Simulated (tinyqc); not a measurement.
# Stress and current directions compared

A cubic crystal with three pairs of conduction valleys along x, y and z; non-degenerate electrons, one relaxation time, masses unchanged. Stress s_ij = X a_i a_j with a the unit vector along the stress; strain e_ii = s11 s_ii + s12 (s_jj + s_kk), e_ij = s44 s_ij/2. Valley shift dE = Xu (n.e.n - trace(e)/3) with n the valley axis; share f proportional to exp(-dE/Vt). Inverse mass along the current d: (n.d)^2/ml + (1 - (n.d)^2)/mt; mu/mu0 = sum f (1/m) over the plain mean of 1/m. Rows: direction of the stress, of size |X|; columns: direction of the current and sign.

Values chosen for this exercise; values close to those of silicon: temperature T = 273 K; compliance s11 = 7.9 1/TPa; compliance s12 = -2.16 1/TPa; compliance s44 = 12.3 1/TPa; shear deformation potential Xu = 8.68 eV; longitudinal mass ml = 0.95 m0; transverse mass mt = 0.189 m0; uniaxial stress (tension positive) X = -530 MPa.

Constants: q = 1.602176634e-19 C, kB = 1.380649e-23 J/K, Vt = kB T/q. Results are converted to the units shown.

mu/mu0:

|  | I [100], tension | I [100], compression | I [110], tension | I [110], compression |
|---|---|---|---|---|
| [100] | 1.293 | 0.5103 | 1.073 | 0.8776 |
| [110] | 1.130 | 0.9039 | 1.130 | 0.9039 |
| [001] | 0.8536 | 1.245 | 0.8536 | 1.245 |
| [111] | 1.000 | 1.000 | 1.000 | 1.000 |

The largest gain, 1.29, is for stress along [100], tension, current along [100]; the largest loss, 0.510, for [100], compression, current along [100]. Entries equal to one are cases in which the valleys are not split or have equal mass along the current.

Computed by the program tinyqc: `OMP_NUM_THREADS=1 python tinyqc.py 2530033 2530034 out.jsonl`, one thread of a shared Intel Xeon 2.30GHz, about 0.01 s for the whole run.
